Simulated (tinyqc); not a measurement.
# Resistance of a source-drain extension with a graded tip: two studies

y runs along the channel, the gate covers y > 0. The doping is N0 for y < y0 and N0 10^(-(y - y0)/la) beyond, uniform over the depth xj. Sheet conductance s(y) = q mu(N) max(N - Nch, 0) xj + (for y > 0) ma Cox Vo, with mu(N) = u0 + (u1 - u0)/(1 + (N/Nr)^au) and Cox = eps0 eox/tox. Current is taken as one-dimensional; depletion of the tip, spreading and the contact are left out. The metallurgical junction lies at yj, where N = Nch.

Inputs (values chosen for the exercise); mobility law close to that of electrons in silicon:
```
symbol   value        unit                                                                 meaning
eox        3.9              relative permittivity of the gate insulator (close to silicon dioxide)
tox        1.8          nm                                                     insulator thickness
N0      1.1e20       cm^-3                        active doping of the extension far from the gate
la         3.7   nm/decade                                                      lateral abruptness
y0         2.6          nm          position under the gate where the fall begins (gate edge at 0)
xj          20          nm                                                  depth of the extension
Nch       4e18       cm^-3                                                          channel doping
Ls          22          nm                                                           spacer length
Vo        0.43           V                                                          gate overdrive
ma         170  cm^2/(V s)                                      mobility of the gate-induced layer
u1        1414  cm^2/(V s)                                                  mobility at low doping
u0        68.5  cm^2/(V s)                                                 mobility at high doping
Nr      9.2e16       cm^-3                                                        reference doping
au       0.711                                                                            exponent
Lg          45          nm                                                             gate length
```

Constants: q = 1.602176634e-19 C, eps0 = 8.8541878128e-14 F/cm where lengths are in cm. Results are converted to the units shown.

Each table varies one quantity; the others keep the values above.

## Abruptness at a fixed junction position

R_spacer = integral of dy/s from -Ls to 0, R_ov from 0 to yj, R_channel = (Lg - 2 yj)/(ma Cox Vo), R_total = 2 R_spacer + 2 R_ov + R_channel. Electrical length L_eff = ma Cox dR_total/d(1/Vo); R_series = R_total - L_eff/(ma Cox Vo). y0 is moved with la so that yj stays at 7.9255 nm.

The same in every row: yj (nm) = 7.926; R_channel (ohm um) = 207.9.

Abruptness at a fixed junction position:

| la (nm/decade) | R_spacer (ohm um) | R_ov (ohm um) | R_total (ohm um) | L_eff (nm) | R_series (ohm um) |
|---|---|---|---|---|---|
| 1 | 8.393 | 5.363 | 235.4 | 29.59 | 24.37 |
| 2.3 | 8.393 | 8.605 | 241.9 | 30.11 | 27.14 |
| 3.6 | 8.393 | 11.85 | 248.3 | 30.63 | 29.91 |
| 4.9 | 8.393 | 15.09 | 254.8 | 31.15 | 32.68 |
| 6.1 | 8.449 | 18.03 | 260.8 | 31.63 | 35.26 |
| 7.4 | 8.957 | 20.83 | 267.4 | 32.13 | 38.29 |
| 8.7 | 9.962 | 23.24 | 274.3 | 32.61 | 41.70 |
| 10 | 11.41 | 25.32 | 281.3 | 33.07 | 45.53 |

Read the table: what changes, and by how much?

As la goes from 1 to 10 nm/decade, R_total rises from 235 to 281 ohm um, R_spacer rises from 8.39 to 11.4 ohm um and R_ov rises from 5.36 to 25.3 ohm um. R_total changes on average by 5.11 ohm um for each nm/decade. L_eff exceeds the metallurgical length by 0.441 nm in the first row and 3.92 nm in the last, since the gate also controls the lightly doped tips.

## Effect of the active doping of the extension far from the gate

Same model as above.

Effect of the active doping of the extension far from the gate:

| N0 (cm^-3) | yj (nm) | R_spacer (ohm um) | R_ov (ohm um) | R_channel (ohm um) | R_total (ohm um) | L_eff (nm) | R_series (ohm um) |
|---|---|---|---|---|---|---|---|
| 2e19 | 5.186 | 44.15 | 12.94 | 246.9 | 361.1 | 36.30 | 102.3 |
| 3.1e19 | 5.890 | 28.37 | 12.64 | 236.9 | 318.9 | 34.81 | 70.66 |
| 4.7e19 | 6.559 | 18.94 | 12.41 | 227.3 | 290.1 | 33.43 | 51.64 |
| 7.2e19 | 7.245 | 12.59 | 12.23 | 217.6 | 267.2 | 32.04 | 38.72 |
| 1.1e20 | 7.926 | 8.393 | 12.10 | 207.9 | 248.8 | 30.67 | 30.12 |
| 1.7e20 | 8.625 | 5.524 | 11.99 | 197.9 | 232.9 | 29.27 | 24.21 |
| 2.6e20 | 9.308 | 3.663 | 11.92 | 188.1 | 219.3 | 27.90 | 20.37 |
| 4e20 | 10.00 | 2.409 | 11.87 | 178.3 | 206.8 | 26.51 | 17.77 |

Read the table: what changes, and by how much?

As N0 goes from 2e19 to 4e20, R_total falls from 361 to 207 ohm um, L_eff falls from 36.3 to 26.5 nm and R_series falls from 102 to 17.8 ohm um.

Program tinyqc, `OMP_NUM_THREADS=1 python tinyqc.py 2282032 2282033 out.jsonl`; Intel Xeon 2.30GHz, shared host, one thread, about 0.07 s.
